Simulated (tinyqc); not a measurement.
## Channel mobility from two channel lengths

Inverse problem. Two power MOSFETs differ only in channel length: R_on = R_rest + Lc (Wp + a)/(2 mch Cox Vov), Cox = 3.9 eps0/tox. Find mch and R_rest.

Inputs (values chosen for the exercise):
```
symbol  value  unit                                             meaning
tox        56    nm                    gate oxide thickness (eps_r 3.9)
Vov         5     V                                      gate overdrive
Wp        3.6    um  width of the p body in one cell, channels included
a         4.8    um                   gap between neighbouring p bodies
```

Constants: eps0 = 8.8541878128e-14 F/cm where lengths are in cm. Results are converted to the units shown.

R_on at Lc = 0.52 and 1.2 um (mohm cm^2): [8.5731684, 12.984235]

Solution. R_on is a straight line in Lc; its slope gives mch and its intercept the rest.

mch = 21.00 cm^2/(V s)
R_rest = 5.200 mohm cm^2

Program tinyqc, `OMP_NUM_THREADS=1 python tinyqc.py 2230038 2230039 out.jsonl`; Intel Xeon 2.30GHz, shared host, one thread, about 0.01 s.
